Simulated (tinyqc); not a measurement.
## Tunnelling through a gate dielectric, WKB transmission and Tsu-Esaki current: dielectrics compared at equal EOT

Electrons leave the emitter at x = 0. Energies E (motion across the layers) are in eV from the emitter Fermi level; the collector Fermi level lies at -V and offers states at every E. No charge in the dielectric and no image force: F1 = V/t1, U = phi1 - F1 x. With C = hbar^2/(2 m0), kappa = sqrt(m (U - E)/C) where U > E and 0 elsewhere; T(E) = exp(-S), S = 2 times the integral of kappa over x.

A single layer of thickness t1 = EOT eps_r/3.9 for each dielectric, at V = 0.5 V. Each layer adds (2/F) sqrt(m/C) [G(u at its left edge) - G(u at its right edge)] to S, with u = U - E (0 where negative) and G(u) = (2/3) u^1.5. J = J0 times the integral of T(E) N(E) dE, N = ln[(1 + exp(-E/Vt))/(1 + exp((-E - V)/Vt))], J0 = q^2 me m0 kB T/(2 pi^2 hbar^3) (times 1e-4 for A/cm^2 per eV), from E = -Ef to far above the barrier (T = 1 there), by quadrature converged to the digits shown.

Values chosen for this exercise: temperature T = 300 K; Fermi energy of the emitter above its band bottom Ef = 0.26 eV; emitter mass in the supply function me = 0.71 m0; equivalent oxide thickness EOT = 1.6 nm.

Constants: q = 1.602176634e-19 C, kB = 1.380649e-23 J/K, hbar = 1.054571817e-34 J s, m0 = 9.1093837015e-31 kg, Vt = kB T/q, hbar^2/(2 m0) = 0.0380998212 eV nm^2. Results are converted to the units shown.

Dielectrics (values chosen for the exercise, close to those of the materials named):
```
                 eps_r  phi1 (eV)  m1 (m0)
silicon dioxide    3.8       3.15     0.48
silicon nitride   7.35       2.17     0.51
aluminium oxide   9.12       2.59     0.41
hafnium oxide       23        1.5     0.21
zirconium oxide   24.3       1.46     0.24
```

Leakage at equal EOT:
```
                 t1 (nm)  S at E = 0  J (A/cm^2)  eps_r sqrt(m1 phi1)
silicon dioxide    1.559       18.84       1.578                4.673
silicon nitride    3.015       30.55    6.832e-6                7.732
aluminium oxide    3.742       37.53    6.282e-9                9.398
hafnium oxide      9.436       49.45   1.596e-14                12.91
zirconium oxide    9.969       54.95   1.917e-16                14.38
```

What does the comparison show?

From the lowest current to the highest: zirconium oxide, hafnium oxide, aluminium oxide, silicon nitride, silicon dioxide; the span is 15.9 decades. The figure eps_r sqrt(m1 phi1), to which S is proportional at low voltage, gives the same order.

Computed by the program tinyqc: `OMP_NUM_THREADS=1 python tinyqc.py 2540140 2540141 out.jsonl`, one thread of a shared Intel Xeon 2.30GHz, about 0.02 s for the whole run.
